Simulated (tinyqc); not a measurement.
Schottky barrier on an n-type semiconductor with a doping step, non-linear Poisson equation by Newton steps: two steps of the calculation.

One dimension, metal at x = 0, donor density C(x) = N1 for x < x1 and Nd beyond. Energies are counted from the electron Fermi level of the semiconductor and the conduction-band edge is Ec = -psi, so n = Nc exp(psi/Vt); holes follow the Fermi level of the metal, at -V, so p = Nv exp((V - psi - Eg)/Vt). Ends: psi(0) = V - phiB and psi = Vt ln(Nd/Nc) deep inside. Boltzmann statistics, full ionisation, no current, no image force in the Poisson equation.

Parameters, values chosen for the exercise; band and dielectric values close to those of 4H silicon carbide:
```
symbol,value,unit,meaning
T,293,K,temperature
Eg,3.25,eV,band gap
eps_r,9.76,,relative permittivity
Nc,1.63e19,cm^-3,conduction-band density of states at T
Nv,2.42e19,cm^-3,valence-band density of states at T
Nd,2.6e15,cm^-3,donor density deep in the semiconductor
phiB,1.05,eV,barrier height
V,0.17,V,bias of the metal against the semiconductor
```

Constants: q = 1.602176634e-19 C, kB = 1.380649e-23 J/K, Vt = kB T/q, eps0 = 8.8541878128e-14 F/cm where lengths are in cm. Results are converted to the units shown.

Question 1. End potentials, built-in voltage, Debye length. psi_0 = V - phiB, psi_b = Vt ln(Nd/Nc), Vbi = phiB - Vt ln(Nc/Nd), LD = sqrt(eps0 eps_r Vt/(q Nd)), W = sqrt(2 eps0 eps_r (Vbi - V)/(q Nd)), hole density at the metal p_0 = Nv exp((phiB - Eg)/Vt).

Find: psi_0; psi_b; Vbi; LD; W for uniform Nd; p_0.

Answer 1.

psi_0 = -0.88000 V
psi_b = -0.22076 V
Vbi = 0.82924 V
LD = 72.373 nm
W for uniform Nd = 522.99 nm
p_0 = 3.4872e-19 cm^-3

The hole density at the metal is 1.3e-34 times Nd, so holes hardly matter.

Question 2. Newton step. Solve the tridiagonal system a_(i-1) d_(i-1) + b_i d_i + a_i d_(i+1) = -F_i for nodes 1 to 8, with d = 0 on fixed nodes. If the largest |d| exceeds 4 Vt, the whole step is scaled down so that it equals 4 Vt.

```
interval,coupling a_i (F/cm^2)
0,1.1222971e-7
1,9.0965130e-8
2,7.3234638e-8
3,5.9597843e-8
4,4.8009374e-8
5,3.8751961e-8
6,3.1770909e-8
7,2.5416727e-8
8,2.0575446e-8
```

```
node,diagonal b (F/cm^2),residual F (C/cm^2)
1,-2.0319484e-7,1.4329868e-8
2,-1.6420114e-7,1.7745674e-8
3,-1.3405114e-7,2.1880598e-8
4,-2.3563968e-7,2.4823710e-8
5,-4.1920517e-7,-8.9589159e-10
6,-4.7885959e-7,~0
7,-5.6204031e-7,~0
8,-6.7293340e-7,~0
```

```
node,psi at the start (V)
0,-0.88000000
1,-0.70017030
2,-0.51768534
3,-0.35159808
4,-0.23942123
5,-0.22076047
6,-0.22076047
7,-0.22076047
8,-0.22076047
9,-0.22076047
```

Find: Newton step d, before damping; psi after iteration 1.

Answer 2.

```
node,"Newton step d, before damping (V)"
1,0.30862
2,0.53185
3,0.56682
4,0.25424
5,0.02718
6,0.00221
7,0.00013
8,0.00000
```

```
node,psi after iteration 1 (V)
0,-0.88000
1,-0.64518
2,-0.42292
3,-0.25060
4,-0.19412
5,-0.21592
6,-0.22037
7,-0.22074
8,-0.22076
9,-0.22076
```

Numbers from tinyqc (`OMP_NUM_THREADS=1 python tinyqc.py 2020104 2020105 out.jsonl`; about 0.1 s on one thread of a shared Intel Xeon 2.30GHz).

~0 in a residual or rate marks an entry under 1e-11 of the largest of its column.
